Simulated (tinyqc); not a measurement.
Ballistic transport through the one-dimensional subbands of a rectangular nanowire or nanosheet channel. Changing the width b. Computed by tinyqc, a small Python program. Command: `OMP_NUM_THREADS=1 python tinyqc.py 3012706 3012707 out.jsonl wire sweep`. One thread of a shared host (Intel(R) Xeon(R) Processor @ 2.30GHz), about 0.05 s of CPU time with the checks.

Hard walls, parabolic subbands, transport along x. Energies are counted from the bulk conduction band edge at the top of the barrier, which the gate pulls down by U; the source Fermi level lies at the bulk edge when U = 0.

Inputs (values chosen for the exercise, modelled on silicon):
```
quantity                                   value  unit
light mass m_t                              0.18   m_0
heavy mass m_l                             0.911   m_0
height a                                     2.9    nm
equivalent oxide thickness t                 2.4    nm
gate voltage above flat band V_G            0.89     V
drain voltage V_D                           0.01     V
temperature T                                150     K
mean free path for back-scattering lambda    5.3    nm
channel length L                              35    nm
```

Valleys: silicon [100] wire.

Constants: hbar^2/(2 m_0) = 3.80998212 eV angstrom^2; k_B = 8.617333262e-05 eV/K; m_0 = 9.1093837015e-31 kg; k_B = 1.380649e-23 J/K; hbar = 1.054571817e-34 J s; eps_0 = 8.8541878128e-12 F/m; e = 1.602176634e-19 C; h = 6.62607015e-34 J s.

Method:
- E_pq = (hbar^2 pi^2/2)(p^2/(m_y b^2) + q^2/(m_z a^2)); valley pairs: (m_x, m_y, m_z) = (m_t, m_t, m_l), (m_t, m_l, m_t), (m_l, m_t, m_t), each with degeneracy g = 2; the 10 lowest subbands are kept.
- F_j(eta) = (1/Gamma(j + 1)) int_0^infinity x^j/(1 + exp(x - eta)) dx, F_0 = ln(1 + exp(eta)). Integrals over x = E/(k_B T) use 160 Gauss-Legendre points in u = sqrt(x) from 0 to sqrt(max(eta, 0) + 32).
- With degeneracy g = 2, eta_i = (U - E_i)/(k_B T) and u = e V_D/(k_B T): line density n = sum_i g sqrt(2 m_x k_B T/pi)/(2 hbar) [F_-1/2(eta_i) + F_-1/2(eta_i - u)]; gate: e n = C_ox (V_G - U/e), C_ox = 3.9 eps_0 2 (a + b)/t (flat-plate estimate); I = (2 e k_B T/h) sum_i g [F_0(eta_i) - F_0(eta_i - u)].
- Linear conductance G = (2 e^2/h) sum_i g f(eta_i), g = 2, f = 1/(1 + exp(-eta_i)), with the barrier frozen at the eta_i above; current per perimeter I/(2(a + b)); with scattering, transmission lambda/(lambda + L) and low-bias resistance (1 + L/lambda)/G.

One run for each value; columns: (1) width b (nm); (2) current per perimeter (microampere/micrometre); (3) ballistic current I (microampere); (4) open modes sum g f; (5) mean velocity I/(e n) (1e7 cm/s):
```
(1)      (2)     (3)     (4)      (5)
3.0   197.16  2.3265  3.2612  0.23543
4.1   126.88  1.7763  2.4022  0.13881
5.4   108.73  1.8049  2.4592  0.11593
7.3   134.67  2.7472  3.8551  0.13891
9.7   128.63  3.2416  4.2860  0.12834
13.0  138.95  4.4188  5.9056  0.13616
17.0  140.51  5.5921  7.4834  0.13604
23.0  144.17  7.4681  9.9247  0.13808
```

Over the rows, current per perimeter (microampere/micrometre) lies between 109 and 197 without a single trend; ballistic current I (microampere) goes from 2.33 through a minimum among these rows, 1.78 at 4.10, to 7.47; open modes sum g f goes from 3.26 through a minimum among these rows, 2.40 at 4.10, to 9.92.

Extremes, crossings and ranges named in words are read from the listed rows.
